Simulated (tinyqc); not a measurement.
Three-phonon processes in a diatomic chain: dispersion, energy and momentum conservation, and decay channels of optical phonons: one step, computed by the program tinyqc. Command: `OMP_NUM_THREADS=1 python tinyqc.py 3120665 3120666 out.jsonl threeph walk`. One thread of a shared host (Intel(R) Xeon(R) Processor @ 2.30GHz), about 0.05 s of CPU time with the checks.

Cell length a, two atoms, one spring constant. x = q a/pi runs from -1 to 1; A and O are the acoustic and optical branches. Matrix elements are not computed: only conservation laws and occupation factors are followed.

Problem. Dispersion. omega^2 = k (1/m + 1/M) -/+ k sqrt((1/m + 1/M)^2 - 4 sin^2(pi x/2)/(m M)); nu = 15.6333042 THz x sqrt(omega^2) for eV/(angstrom^2 u).

Inputs (values chosen for the exercise, for a model chain): light mass m = 69.7 u; heavy mass M = 211 u; spring constant k = 12 eV/angstrom^2.

Constants: nu for 1 eV/(angstrom^2 u) = 15.6333042 THz.

Give: the table «Branches» with the columns nu_A (THz), nu_O (THz), for x = 0.10, 0.20, 0.35, 0.50, 0.65, 0.80, 0.90, 1.00.

Solution.

Branches:

| x | nu_A (THz) | nu_O (THz) |
|---|---|---|
| 0.10 | 0.717 | 10.56 |
| 0.20 | 1.426 | 10.48 |
| 0.35 | 2.456 | 10.29 |
| 0.50 | 3.415 | 10.01 |
| 0.65 | 4.258 | 9.69 |
| 0.80 | 4.907 | 9.37 |
| 0.90 | 5.177 | 9.23 |
| 1.00 | 5.272 | 9.17 |
